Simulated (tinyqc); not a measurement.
Inputs raised by 2 %, one at a time: chemical vapour deposition: Grove model, boundary layer, depletion and step coverage. Computed by tinyqc, a small Python program. Command: `OMP_NUM_THREADS=1 python tinyqc.py 3017723 3017724 out.jsonl cvd sens`. One thread of a shared host (Intel(R) Xeon(R) Processor @ 2.30GHz), about 0.02 s of CPU time with the checks.

A precursor diffuses to the surface and reacts there at first order; each molecule that reacts adds one formula unit of film.

Inputs (values chosen for the exercise, close to those used for polysilicon from silane):
```
quantity,value,unit
prefactor k0 of k_s,7.1e+07,cm/s
activation energy E,1.62,eV
temperature T,760,C
total pressure p,0.11,torr
mole fraction of the precursor Y,0.22,-
gas diffusivity D0 at 273.15 K and 760 torr,0.48,cm^2/s
film density N,5e+22,formula units/cm^3
precursor mass M,32,u
trench width w,0.057,um
aspect ratio of the trench,5.8,-
wafer radius R,7.5,cm
wafer spacing s,1,cm
```

Reactor: wafer stack, low pressure.

Constants: k_B = 1.380649e-23 J/K; u = 1.6605390666e-27 kg; k_B = 8.617333262e-05 eV/K.

Method:
- k_s = k0 exp(-E/(k_B T)); C_g = Y p/(k_B T), 1 torr = 133.322 Pa; D = D0 (T/273.15)^1.75 (760/p).
- Temperatures in kelvin are T(C) + 273.15.
- Mean speed c = sqrt(8 k_B T/(pi M)); reactive sticking probability beta = 4 k_s/c.
- Between two wafers the gas diffuses inward and reacts on both faces: (D/r) d/dr (r dC/dr) = 2 k_s C/s, so C(r)/C_g = I0(phi r/R)/I0(phi) with phi^2 = 2 k_s R^2/(s D); G(r) = k_s C(r)/N, 1 cm/s = 6e8 nm/min; the mean over the wafer is eta = 2 I1(phi)/(phi I0(phi)).
- In a long trench of width w and depth l = aspect ratio x w: Knudsen diffusivity D_K = (2w) c/3 (hydraulic diameter 2w), combined as 1/D_e = 1/D_K + 1/D; D_e d2C/dz2 = 2 k_s C/w with D_e dC/dz = -k_s C at the floor. With m = sqrt(2 k_s/(w D_e)): C(floor)/C(top) = 1/[cosh(m l) + (k_s/(D_e m)) sinh(m l)].

Runs:
```
input moved,from,to,rate at the centre over rate at the edge,step coverage,modulus m l,Thiele modulus phi
base run,-,-,0.99927,0.99936,0.032937,0.054212
prefactor k0 of k_s (cm/s),71000000,72420000,0.99925,0.99935,0.033265,0.054751
total pressure p (torr),0.11,0.1122,0.99925,0.99936,0.032937,0.054751
mole fraction of the precursor Y,0.22,0.2244,0.99927,0.99936,0.032937,0.054212
gas diffusivity D0 at 273.15 K and 760 torr (cm^2/s),0.48,0.4896,0.99928,0.99936,0.032937,0.053678
aspect ratio of the trench,5.8,5.916,0.99927,0.99934,0.033596,0.054212
trench width w (um),0.057,0.05814,0.99927,0.99936,0.032937,0.054212
wafer spacing s (cm),1,1.02,0.99928,0.99936,0.032937,0.053678
```

Exponents ln(y'/y) / ln(x'/x):
```
input,rate at the centre over rate at the edge,step coverage,modulus m l,Thiele modulus phi
prefactor k0 of k_s,-0.001,-0.001,0.5,0.5
total pressure p,-0.001,0.000,0.0,0.5
mole fraction of the precursor Y,0.000,0.000,0.0,0.0
gas diffusivity D0 at 273.15 K and 760 torr,0.001,0.000,0.0,-0.5
aspect ratio of the trench,0.000,-0.001,1.0,0.0
trench width w,0.000,0.000,0.0,0.0
wafer spacing s,0.001,0.000,0.0,-0.5
```

To which inputs is each result most sensitive?

Among the inputs moved here: rate at the centre over rate at the edge hardly depends on these (all exponents below 0.005). Step coverage hardly depends on these (all exponents below 0.005). Modulus m l answers most in size to aspect ratio of the trench (exponent +1.000), next to prefactor k0 of k_s (+0.500); its exponent is below 0.0005 for total pressure p, mole fraction of the precursor Y, gas diffusivity D0 at 273.15 K and 760 torr, trench width w, wafer spacing s. Its exponent +1.000 in aspect ratio of the trench: the modulus is proportional to depth. Its exponent 0.000 in trench width w: Knudsen transport has no length scale but w. Thiele modulus phi answers most in size to prefactor k0 of k_s (exponent +0.500), and about equally to total pressure p (+0.500), gas diffusivity D0 at 273.15 K and 760 torr (-0.500), wafer spacing s (-0.500); its exponent is below 0.0005 for mole fraction of the precursor Y, aspect ratio of the trench, trench width w. Its exponent +0.500 in total pressure p: D scales as 1/p. Its exponent -0.500 in wafer spacing s: wider gaps feed the centre.

Caution (all rows): the mean free path 3D/c is comparable with or larger than the wafer spacing, where wall collisions cap D near (2s) c/3 and the lag is larger than computed. Caution (all rows): the hydraulic-diameter form of D_K is rough for a slit.
